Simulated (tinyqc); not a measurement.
Two-dimensional electron gas with Rashba and Dresselhaus coupling: sweeps and comparisons. A value that a table varies takes the place of the one given here.

H = c k^2/m + al (ky sx - kx sy) + b1 (kx sx - ky sy) + gam kx ky (kx sy - ky sx), s the Pauli matrices, x = [100], c = hbar^2/2m0, b1 = gam (pi/L)^2 (hard walls). H = c k^2/m + B.s, so E = c k^2/m -/+ |B| and the lower state has its spin along -B.

Constants: hbar^2/2m0 = 3.80998211 eV angstrom^2.

Inputs chosen for the exercise (of the size met in GaAs; the results hold for these values, not for the real material):
- m = 0.0695 m0 (mass)
- al = 0.025 eV angstrom (Rashba constant)
- gam = 11.1 eV angstrom^3 (bulk Dresselhaus constant)
- L = 237 angstrom (width of the (001) well)
- n = 7.1 1e11/cm^2 (sheet density (one subband filled))

## Splitting and spin direction around the circle

At |k| = k0 = sqrt(2 pi n), 1e11/cm^2 = 1e-5/angstrom^2.

Around the circle:

| phi (deg) | Bx (meV) | By (meV) | splitting (meV) | lower spin (deg) |
|---|---|---|---|---|
| 0.0 | 0.0412 | -0.5280 | 1.0593 | 94.5 |
| 22.5 | 0.2260 | -0.4694 | 1.0420 | 115.7 |
| 45.0 | 0.3655 | -0.3655 | 1.0339 | 135.0 |
| 67.5 | 0.4694 | -0.2260 | 1.0420 | 154.3 |
| 90.0 | 0.5280 | -0.0412 | 1.0593 | 175.5 |
| 112.5 | 0.5062 | 0.1782 | 1.0733 | -160.6 |
| 135.0 | 0.3812 | 0.3812 | 1.0783 | -135.0 |
| 157.5 | 0.1782 | 0.5062 | 1.0733 | -109.4 |

The splitting runs from 1.0339 meV at 45 to 1.0783 meV at 135 degrees. Along [110] it is 2 k |al + b1 - 2 b3| and along [-110] 2 k |al - b1 + 2 b3|, b3 = gam k^2/4. From 0 to 90 degrees the spin turns with k (+81 degrees), the sense of the Rashba term.

## What each parameter does

Splittings 2|B| at k0 = sqrt(2 pi n) along [100], [110] and [-110], and E0 = c k0^2/m; 1e11/cm^2 = 1e-5/angstrom^2. Each row changes one parameter from the base and keeps the others.

Results:

| case | [100] (meV) | [110] (meV) | [-110] (meV) | E0 (meV) |
|---|---|---|---|---|
| base | 1.0593 | 1.0339 | 1.0783 | 24.46 |
| m = 0.07645 m0 | 1.0593 | 1.0339 | 1.0783 | 22.23 |
| al = 0.03 eV angstrom | 1.2699 | 1.2451 | 1.2895 | 24.46 |
| gam = 13.32 eV angstrom^3 | 1.0607 | 1.0294 | 1.0827 | 24.46 |
| L = 257 angstrom | 1.0584 | 1.0215 | 1.0906 | 24.46 |
| n = 10.65 1e11/cm^2 | 1.2973 | 1.2022 | 1.3846 | 36.68 |

The largest shifts from the base row, up to three for each result and ties (the steps differ in size, so this ranks the rows, not the parameters). [100] (meV): n +0.2381, al +0.2107, gam +0.0014; unchanged at the printed digits by m. [110] (meV): al +0.2112, n +0.1683, L -0.0123; unchanged at the printed digits by m. [-110] (meV): n +0.3064, al +0.2112, L +0.0123; unchanged at the printed digits by m. E0 (meV): n +12.23, m -2.22; unchanged at the printed digits by al, gam and L.

tinyqc: `OMP_NUM_THREADS=1 python tinyqc.py 1482192 1482193 out.jsonl`; about 0.01 s, one thread, shared Intel(R) Xeon(R) Processor @ 2.30GHz.
